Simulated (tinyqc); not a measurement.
# Which input was changed?

Model: equation-of-state fits to an energy-volume table made by a known binding curve. Computed by tinyqc, a small Python program. Command: `OMP_NUM_THREADS=1 python tinyqc.py 3000116 3000117 out.jsonl eosfit which`. One thread of a shared host (Intel(R) Xeon(R) Processor @ 2.30GHz), about 0.2 s of CPU time with the checks.

With x = (V/V_0)^(1/3), the energy per atom is E = D [m x^-n - n x^-m]/(n - m), so that B0 = D n m/(9 V_0) and B' = (n + m + 6)/3. B' = dB/dP at P = 0.

Inputs (values chosen for the exercise, for a model crystal):
```
quantity                                  value             unit
cohesive energy D                           3.2          eV/atom
true volume V_0                            28.1  angstrom^3/atom
repulsive exponent n                         12                -
attractive exponent m                         2                -
half-width of the volume window w          0.12                -
shift of the window centre s             -0.012                -
points N                                     11                -
compression V/V_0 for the pressure test    0.75                -
```

Binding curve: Mie. Noise: none.

Constants: 1 eV/angstrom^3 = 160.2176634 GPa.

Method:
- B0 and B' from the formulas above; P = -dE/dV at V = c V_0 (c the compression chosen), from the curve itself.
- Table: V_j = V_0 [1 + s + w (2 j/(N - 1) - 1)], j = 0..N-1, rounded to 0.001; E_j from the curve, rounded to 1e-7 eV.
- Third-order Birch-Murnaghan is a cubic in u = V^(-2/3): fit it by linear least squares, find the minimum, and take B0 = V E''(V), B' = -1 - V E'''/E'' there.

Question. One of these inputs alone was changed, within the range given: cohesive energy D (1.6 to 6.4); true volume V_0 (14.05 to 56.2); repulsive exponent n (6 to 20); compression V/V_0 for the pressure test (0.55 to 0.97). Which one, and to what value?

Results:
```
run     fitted B0 (GPa)  exact B0 (GPa)  exact B'
before         48.94988        48.65447  6.666667
after          57.77628        57.16901  7.366667
```

Answer.

Each candidate set to reproduce fitted B0, and what it then gives:
```
candidate                                range searched  value needed  exact B0 (GPa)  exact B'
cohesive energy D (eV/atom)                  1.6 to 6.4         3.777          57.428    6.6667
true volume V_0 (angstrom^3/atom)         14.05 to 56.2         23.81          57.428    6.6667
repulsive exponent n                            6 to 20         14.10          57.169    7.3667
compression V/V_0 for the pressure test    0.55 to 0.97     no effect               -         -
```

Only repulsive exponent n fits every result: it went from 12 to 14.1. The next best candidate, cohesive energy D, misses one result by 9.5 %.
